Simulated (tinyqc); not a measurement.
Worked calculation: pressure-driven transition between two phases with analytic equations of state. Computed by tinyqc, a small Python program that keeps every step. Command: `OMP_NUM_THREADS=1 python tinyqc.py 3014132 3014133 out.jsonl transition walk`. One thread of a shared host (Intel(R) Xeon(R) Processor @ 2.30GHz), about 0.02 s of CPU time with the checks. Intermediate numbers are printed to about 7 digits and carried at full precision; extremes and crossings named in words are read from the listed rows.

Each phase obeys E = E0 + (9 V0 B0/16) [y^3 B' + y^2 (2 - 4 y)], y = (V0/V)^(2/3) - 1; P = (3 B0/2) (x^7 - x^5) [1 + (3/4)(B' - 4)(x^2 - 1)], x = (V0/V)^(1/3); E0 = 0 for phase 1 and Delta E0 for phase 2. H = E + P V.

Inputs (values chosen for the exercise, for two model phases): volume V0 of phase 1 = 15.1 angstrom^3/atom; B0 of phase 1 = 94.9 GPa; B' of phase 1 = 4.48; volume V0 of phase 2 = 11.5 angstrom^3/atom; B0 of phase 2 = 129 GPa; B' of phase 2 = 3.68; energy of phase 2 above phase 1, Delta E0 = 0.02 eV/atom; entropy of phase 2 less phase 1, Delta S = -0.17 k_B/atom; temperature T = 900 K.

Equation of state: Birch-Murnaghan.

Constants: 1 eV/angstrom^3 = 160.2176634 GPa; k_B = 8.617333262e-05 eV/K.

## First estimate from rigid phases

If neither phase were compressed, P = Delta E0/(V0 of phase 1 - V0 of phase 2).

rigid estimate = 0.8900981 GPa

## One Newton step

At the estimate, solve P(V) = P for each phase, form H, and step P(new) = P - (H_2 - H_1)/(V_2 - V_1), since dH/dP = V.

V_1 = 14.96189 angstrom^3

H_1 = 0.08350205 eV

V_2 = 11.42191 angstrom^3

H_2 = 0.08367081 eV

next pressure = 0.8977359 GPa

## Transition pressure at zero temperature

Start from P = Delta E0/(V0 of phase 1 - V0 of phase 2); at each P solve P(V) = P for both phases and step P(new) = P - (H_2 - H_1)/(V_2 - V_1); stop when |H_2 - H_1| < 1e-10 eV. At the zero-temperature transition the volume change is V_2/V_1 - 1 and the work is P (V_1 - V_2).

Iterations:
```
step    P (GPa)  V_1 (angstrom^3)  V_2 (angstrom^3)  H_2 - H_1 (meV)
0     0.8900981          14.96189          11.42191     1.687556e-01
1     0.8977359          14.96074          11.42125     1.182613e-05
2     0.8977364          14.96074          11.42125                0
```

transition pressure = 0.8977364 GPa

V_1 at the transition = 14.96074 angstrom^3

V_2 at the transition = 11.42125 angstrom^3

volume change = -23.65854 %

work P (V_1 - V_2) = 0.01983259 eV/atom

The rigid estimate is low by 0.9 %: phase 1 shrinks faster than phase 2, so the volume gain narrows under pressure.

## Enthalpies against pressure

For each P solve P(V) = P in both phases.

Both phases:
```
P (GPa)  V_1 (angstrom^3)  V_2 (angstrom^3)  H_2 - H_1 (meV/atom)   stable
0.00             15.10000          11.50000              20.00000  phase 1
0.22             15.06522          11.48047              15.06723  phase 1
0.45             15.02931          11.46021               9.93242  phase 1
0.67             14.99540          11.44099               5.04168  phase 1
0.83             14.97100          11.42710               1.49735  phase 1
0.97             14.94983          11.41501              -1.59537  phase 2
1.20             14.91539          11.39529              -6.65917  phase 2
1.40             14.88579          11.37826             -11.04546  phase 2
```

H_2 - H_1 changes with slope V_2 - V_1, from -3.600 to -3.508 angstrom^3 per atom over the table, and passes zero at 0.90 GPa. An error of 10 meV per atom in Delta E0 moves the transition by about 0.45 GPa.

## Shift with temperature

At T the condition is H_2 - H_1 - T Delta S = 0, with Delta S constant and thermal expansion left out; the Clausius-Clapeyron slope is dP/dT = Delta S/(V_2 - V_1) at the zero-temperature point.

Clapeyron slope = 0.6631186 MPa/K

transition pressure at T = 1.497793 GPa

linear estimate at T = 1.494543 GPa

The dense phase has the lower entropy, so heating raises the transition pressure. Caution: a constant Delta S holds only at high temperature; it vanishes as T goes to 0, so the shift counted from T = 0 is somewhat too large.

Checks made by the program: slope of the common tangent, -(E_2 - E_1)/(V_2 - V_1) (relative difference below 1e-10).
